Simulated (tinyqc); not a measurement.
Capacitance of parallel on-chip lines from Laplace's equation on a mesh: two steps of the calculation.

Cross-section of an endless row of equal lines between two grounded planes; neighbours are driven in antiphase (+1 V and -1 V), so the plane midway between two lines is at 0 V. By symmetry one quarter is solved: x runs from the centre of a line (column 0, mirror) to that midplane (column 3, 0 V), y from the mid-height of the line (row 0, mirror) to the ground plane (row 4, 0 V). The line fills columns 0 to 1 and rows 0 to 2 at 1 V. Cells beside the line (below row 2) have e2, cells above have e1. Each link between nodes has the conductance g = mean permittivity of the two cells beside it (a cell beyond a mirror counts as 0), and the free nodes obey sum g (V_neighbour - V) = 0.

Values chosen for this exercise:
- e1 = 4.2 (relative permittivity above and below the lines)
- e2 = 2.4 (relative permittivity between the lines)

Constants: eps0 = 8.8541878128e-12 F/m. Results are converted to the units shown.

Task 1. Link conductances. gx[j, i] joins node (row j, column i) to column i + 1, gy[j, i] to row j + 1.

Wanted: gx; gy.

Result 1.

gx:
```
,col 0,col 1,col 2
row 0,1.200,1.200,1.200
row 1,2.400,2.400,2.400
row 2,3.300,3.300,3.300
row 3,4.200,4.200,4.200
row 4,2.100,2.100,2.100
```

gy:
```
,col 0,col 1,col 2,col 3
row 0,1.200,2.400,2.400,1.200
row 1,1.200,2.400,2.400,1.200
row 2,2.100,4.200,4.200,2.100
row 3,2.100,4.200,4.200,2.100
```

Task 2. Capacitance per length. C = 4 eps0 sum g (difference of V)^2 over all links (twice the energy of the four quarters, line at 1 V). Plate estimate without fringing: eps0 [2 e1 w/hd + 2 e2 t/(s/2)], w = 2 hx, t = 4 hx, s/2 = 2 hx, hd = 2 hx.

converged V (V):
```
,col 0,col 1,col 2,col 3
row 0,1.0000000,1.0000000,0.4858094,0.0000000
row 1,1.0000000,1.0000000,0.4716189,0.0000000
row 2,1.0000000,1.0000000,0.4006661,0.0000000
row 3,0.4577179,0.4154358,0.2040255,0.0000000
row 4,0.0000000,0.0000000,0.0000000,0.0000000
```

gx:
```
,col 0,col 1,col 2
row 0,1.2,1.2,1.2
row 1,2.4,2.4,2.4
row 2,3.3,3.3,3.3
row 3,4.2,4.2,4.2
row 4,2.1,2.1,2.1
```

gy:
```
,col 0,col 1,col 2,col 3
row 0,1.2,2.4,2.4,1.2
row 1,1.2,2.4,2.4,1.2
row 2,2.1,4.2,4.2,2.1
row 3,2.1,4.2,4.2,2.1
```

Find: C; plate estimate.

Result 2.

C = 264.10 aF/um
plate estimate = 159.38 aF/um

Computed by the program tinyqc: `OMP_NUM_THREADS=1 python tinyqc.py 2790117 2790118 out.jsonl`, one thread of a shared Intel Xeon 2.30GHz, about 0.8 s for the whole run.
